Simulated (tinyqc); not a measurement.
k.p theory built from an empirical-pseudopotential calculation at Gamma: sweeps and comparisons. A value that a table varies takes the place of the one given here.

Empirical pseudopotential on the fcc lattice, atoms at +/- tau, tau = a (1,1,1)/8, no spin-orbit coupling. H(G,G') = c (2 pi/a)^2 |k + G|^2 delta + VS(q) cos(q.tau) + i VA(q) sin(q.tau), q = G - G', c = hbar^2/2m0; k and G in units of 2 pi/a; VS at |q|^2 = 3, 8, 11 and VA at 3, 4, 11, in rydberg, zero elsewhere. The basis is fixed: all 59 G with |G|^2 up to Gcut. Energies are counted from the fourth level at Gamma.

k.p in the lowest n states at Gamma: H_nm = (E_n + c k^2) delta + 2 c k.<n|G|m>, k in 1/angstrom; with all states of the basis it is exact.

Empirical pseudopotential on the fcc lattice, atoms at +/- tau, tau = a (1,1,1)/8, no spin-orbit coupling. H(G,G') = c (2 pi/a)^2 |k + G|^2 delta + VS(q) cos(q.tau) + i VA(q) sin(q.tau), q = G - G', c = hbar^2/2m0; k and G in units of 2 pi/a; VS at |q|^2 = 3, 8, 11 and VA at 3, 4, 11, in rydberg, zero elsewhere. The basis holds all G with |G|^2 up to a cut-off. Energies are counted from the fourth level at Gamma.

For a multiplet A of d_A states, W(B) = (4 c/(3 d_A)) sum over n in A, m in B and i = x, y, z of |<n|G_i|m>|^2 (G in 1/angstrom, <n|G_i|m> = sum_G c_n(G)* G_i c_m(G)); the mean inverse mass of A is 1 + sum_B W(B)/(E_A - E_B). Multiplets with W = 0 are left out.

Valence parameters: D(u) = c + 4 c^2 sum_m <n|u.G|m><m|u.G|n'>/(0 - E_m) on the valence triplet, in units of c, has eigenvalues L, M, M along [100] and (L + 2M + 2N)/3, (L + 2M - N)/3 twice along [111]; g1 = -(L + 2M)/3, g2 = -(L - M)/6, g3 = -N/6.

Constants: hbar^2/2m0 = 3.80998211 eV angstrom^2; Ry = 13.60569312 eV.

Parameters, chosen for this exercise (near those of Si; the results hold for these values, not for the real material): a = 5.419 angstrom (lattice constant); VS = (-0.211, 0.04, 0.08) Ry (symmetric form factors); VA = (0, 0, 0) Ry (antisymmetric form factors); Gcut = 12 (2 pi/a)^2 (largest |G|^2 of the fixed basis); VS3 = -0.211 Ry; VS8 = 0.04 Ry; VS11 = 0.08 Ry; VA3 = 0 Ry; VA4 = 0 Ry; VA11 = 0 Ry.

## How many bands a k.p model needs: band 5 from Gamma to X

Band 5 (counted from below) at k = f (1, 0, 0) 2 pi/a; n ends on whole multiplets.

Energies (eV):

| f | n = 8 | n = 15 | n = 27 | n = 59 (exact) |
|---|---|---|---|---|
| 0.000 | 3.408 | 3.408 | 3.408 | 3.408 |
| 0.125 | 3.497 | 3.158 | 3.155 | 3.155 |
| 0.250 | 3.762 | 2.613 | 2.602 | 2.600 |
| 0.375 | 4.205 | 2.030 | 2.009 | 2.006 |
| 0.500 | 4.824 | 1.533 | 1.498 | 1.491 |
| 0.625 | 5.619 | 1.171 | 1.120 | 1.108 |
| 0.750 | 6.591 | 0.971 | 0.898 | 0.882 |
| 0.875 | 7.737 | 0.950 | 0.849 | 0.827 |
| 1.000 | 9.059 | 1.048 | 0.985 | 0.907 |

With n = 8 the band stays within 0.05 eV of the exact one at Gamma only (error at X: +8.151 eV). With n = 15 the band stays within 0.05 eV of the exact one up to f = 0.500 (error at X: +0.140 eV). With n = 27 the band stays within 0.05 eV of the exact one up to f = 0.875 (error at X: +0.078 eV). A smaller basis can only raise a level. The exact band has its minimum on these points at f = 0.875; n = 8 puts it at f = 0.000.

## Convergence with the plane-wave basis

E_s is the lowest empty singlet, Ep its W to the valence triplet, m its mass.

Results:

| cut-off | plane waves | E_s (eV) | Ep (eV) | m (m0) | g1 | g2 | g3 |
|---|---|---|---|---|---|---|---|
| 8 | 27 | 3.870 | 21.56 | 0.1527 | 4.43 | 0.42 | 1.56 |
| 11 | 51 | 3.953 | 21.42 | 0.1564 | 4.33 | 0.47 | 1.48 |
| 12 | 59 | 3.928 | 21.41 | 0.1557 | 4.47 | 0.44 | 1.52 |
| 16 | 65 | 3.928 | 21.41 | 0.1557 | 4.51 | 0.43 | 1.53 |
| 19 | 89 | 3.908 | 21.47 | 0.1547 | 4.49 | 0.45 | 1.52 |
| 20 | 113 | 3.875 | 21.52 | 0.1533 | 4.49 | 0.46 | 1.53 |
| 24 | 137 | 3.877 | 21.52 | 0.1533 | 4.49 | 0.46 | 1.53 |

Against the last row, E_s errs most, by +0.076 eV, at cut-off 11, and by -0.002 eV in the last row but one. Ep varies by 0.7 % over the table and m by 2.4 %: the mass, near E_s/Ep, inherits the errors of both. Local form factors fix the converged values only roughly. The gap is a difference of two levels, so it need not converge steadily, and here it does not.

## What each form factor does (empirical-pseudopotential levels)

Lowest empty singlet and triplet at Gamma and the valence width there (fixed basis); lowest empty level at X = (1,0,0) and L = (1/2,1/2,1/2) from the valence top, these levels and that top with all |k + G|^2 up to 21. Singlet and triplet count orbital degeneracy. VS3 is VS at |q|^2 = 3, and so on. The row for a keeps the form factors fixed, so it is no model of a real expansion, which changes them too. Each row changes one parameter from the base and keeps the others.

Results:

| case | singlet (eV) | triplet (eV) | X (eV) | L (eV) | width (eV) |
|---|---|---|---|---|---|
| base | 3.928 | 3.408 | 0.928 | 1.870 | 12.788 |
| a = 5.473 angstrom | 3.943 | 3.434 | 1.058 | 1.942 | 12.482 |
| VS3 = -0.221 Ry | 3.864 | 3.552 | 1.170 | 1.965 | 12.733 |
| VS8 = 0.03 Ry | 3.436 | 3.464 | 0.839 | 1.634 | 12.860 |
| VS11 = 0.07 Ry | 3.422 | 3.176 | 0.665 | 1.543 | 12.957 |
| VA3 = 0.03 Ry | 3.962 | 3.429 | 0.668 | 1.864 | 12.791 |
| VA4 = 0.03 Ry | 3.789 | 3.492 | 0.480 | 1.912 | 12.778 |
| VA11 = 0.03 Ry | 3.781 | 3.362 | 0.644 | 1.811 | 12.808 |

The largest shifts from the base row, up to three for each result and ties (the steps differ in size, so this ranks the rows, not the parameters). singlet (eV): VS11 -0.506, VS8 -0.491, VA11 -0.147. triplet (eV): VS11 -0.232, VS3 +0.144, VA4 +0.084. X (eV): VA4 -0.448, VA11 -0.284, VS11 -0.263. L (eV): VS11 -0.326, VS8 -0.236, VS3 +0.095. width (eV): a -0.306, VS11 +0.169, VS8 +0.072. In a diamond crystal a small VA enters the levels at Gamma and L only in second order, by symmetry, but splits the degenerate pair at X in first order.

(tinyqc, `OMP_NUM_THREADS=1 python tinyqc.py 1051037 1051038 out.jsonl`, Intel(R) Xeon(R) Processor @ 2.30GHz, 1 thread, shared host, about 0.8 s.)
